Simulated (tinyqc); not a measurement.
What moves the results: donor near an oxide interface in a gate field (two-state model). A value that a table varies takes the place of the one given here.

Interface at z = 0 (hard wall), donor at z = d, field F pulling electrons to the interface: potential e F z; 1 kV/cm = 1e-5 eV/angstrom, c = hbar^2/2m0, q = e^2/(4 pi eps0), Q = (eps - eo)/(eps + eo). Donor state: E_D = e F d - ED - q Q/(4 eps d), the last term joining the images of ion and electron. Interface state: z exp(-b z/2) exp(-rho^2/(2 L^2)) with E_z = c b^2/(4 mz) + 3 e F/b + q Q b/(8 eps), minimised over b; in the plane at z = 3/b the ion (distance D = d - 3/b) and its image (D' = d + 3/b) give E_rho = c/(mt L^2) - (q/eps)(sqrt(pi)/L)[erfcx(D/L) + Q erfcx(D'/L)], erfcx(x) = exp(x^2) erfc(x), minimised over L. E_I = E_z + E_rho.

The two states couple by t = t0 exp(-D/aD) with t0 = q/(eps aD) (2 aD/L) sqrt(aD b/2) v, v a valley factor; this form is an estimate. With detuning u = E_D - E_I the splitting is sqrt(u^2 + 4 t^2) and the lower state has weight (1 - u/sqrt(u^2 + 4 t^2))/2 on the donor.

Constants: hbar^2/2m0 = 3.80998211 eV angstrom^2; e^2/(4 pi eps0) = 14.39964547 eV angstrom.

Inputs chosen for the exercise (near those of a donor in Si below Si3N4, static dielectric constants; the results hold for these values, not for the real material):
```
symbol  value                                                    unit      meaning
d       140                                                      angstrom  depth of the donor
ED      45.8                                                     meV       bulk binding energy
mz      0.919                                                    m0        mass across the interface
mt      0.187                                                    m0        mass in the plane
eps     11.2                                                               dielectric constant of the semiconductor
eo      7.5                                                                dielectric constant of the oxide
aD      16                                                       angstrom  donor radius
v       0.36                                                               valley factor
Fl      (45.324, 45.432, 45.474, 45.496, 45.517, 45.56, 45.667)  kV/cm     fields
dl      (65, 90, 120, 155, 200, 250)                             angstrom  depths
```

## Sweeping the field

Both levels, the splitting, the donor weight and the mean depth w d + (1 - w) 3/b.

Results:
```
F (kV/cm),E_D (meV),E_I (meV),splitting (meV),donor weight,mean depth (angstrom)
45.324,17.199,17.375,0.177,0.996,139.6
45.432,17.351,17.416,0.0687,0.973,137.2
45.474,17.409,17.432,0.0314,0.854,124.9
45.496,17.440,17.440,0.0222,0.495,87.7
45.517,17.470,17.448,0.0310,0.150,52.1
45.560,17.530,17.464,0.0692,0.026,39.2
45.667,17.680,17.505,0.176,0.004,36.9
```

What does this show, and why?

E_D rises by 1.40 and E_I by 0.38 meV per kV/cm, so they cross once, near 45.5 kV/cm, where the splitting is 2t = 0.0222 meV. The donor weight passes from 0.85 to 0.15 while the detuning goes from -2t to 2t, a window of 0.043 kV/cm or 0.095 % of the field; across the table the charge moves by 103 angstrom.

## Depth of the donor

Critical field, and the coupling, E_rho and L at that field.

Results:
```
d (angstrom),critical field (kV/cm),e F d/ED,t (meV),E_rho (meV),L (angstrom)
65,119.9,1.701,1.3,-17.49,61
90,78.2,1.537,0.26,-13.11,77
120,54.8,1.435,0.039,-10.11,94
155,40.3,1.365,0.0044,-8.00,113
200,30.0,1.309,0.00027,-6.32,136
250,23.2,1.268,1.2e-05,-5.14,159
```

What does this show?

The critical field falls from 120 to 23 kV/cm, with exponent -1.22 in d, while t drops by a factor 1e+05, about e for each 16 angstrom at the end (aD = 16). One lattice plane (1.36 angstrom) of misplacement changes t by 8 % and the critical field by about 1.4 % at 120 angstrom.

## What each parameter does

Critical field (E_D = E_I), and t and L there. Each row changes one parameter from the base and keeps the others.

Results:
```
case,critical field (kV/cm),t (meV),L (angstrom)
base,45.5,0.0111,105.1
d = 130 angstrom,49.7,0.0207,99.7
ED = 51.8 meV,51.3,0.0102,105.9
aD = 17.6 angstrom,45.5,0.0209,105.1
mz = 0.781 m0,46.6,0.0120,104.3
mt = 0.215 m0,45.2,0.0117,99.6
eo = 11.2,43.8,0.00988,109.2
eps = 11.9,46.2,0.0102,107.2
```

What can be read from the table?

The largest shifts from the base row, up to three for each result and ties (the steps differ in size, so this ranks the rows, not the parameters). critical field (kV/cm): ED +5.8, d +4.2, eo -1.7; unchanged at the printed digits by aD. t (meV): aD +0.00984, d +0.00959, eo -0.00120. L (angstrom): mt -5.6, d -5.4, eo +4.1; unchanged at the printed digits by aD.

tinyqc: `OMP_NUM_THREADS=1 python tinyqc.py 1250955 1250956 out.jsonl`; about 0.05 s, one thread, shared Intel(R) Xeon(R) Processor @ 2.30GHz.
